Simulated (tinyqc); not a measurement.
## Thermal resistances of a two-die stack

Inverse problem. Heat leaves through the lower die only, and the system is linear. Find the resistance R1 from the lower die to the coolant, R2 between the dies, and the rise of the upper die when both are powered.

Parameters, values chosen for the exercise: power of the lower die P1 = 55 W; power of the upper die P2 = 4.5 W.

rises of the lower and upper die with only the lower one powered (K): 48.4  48.4
rises of the lower and upper die with only the upper one powered (K): 3.96  4.275

Answer. With only the lower die powered no heat crosses R2, so both dies rise by P1 R1; the difference in the second test is P2 R2; rises add.

R1 = 0.8800 K/W
R2 = 0.07000 K/W
rise of the upper die = 52.67 K

tinyqc, about 0.03 s, one thread, Intel Xeon 2.30GHz (shared host): `OMP_NUM_THREADS=1 python tinyqc.py 2162072 2162073 out.jsonl`
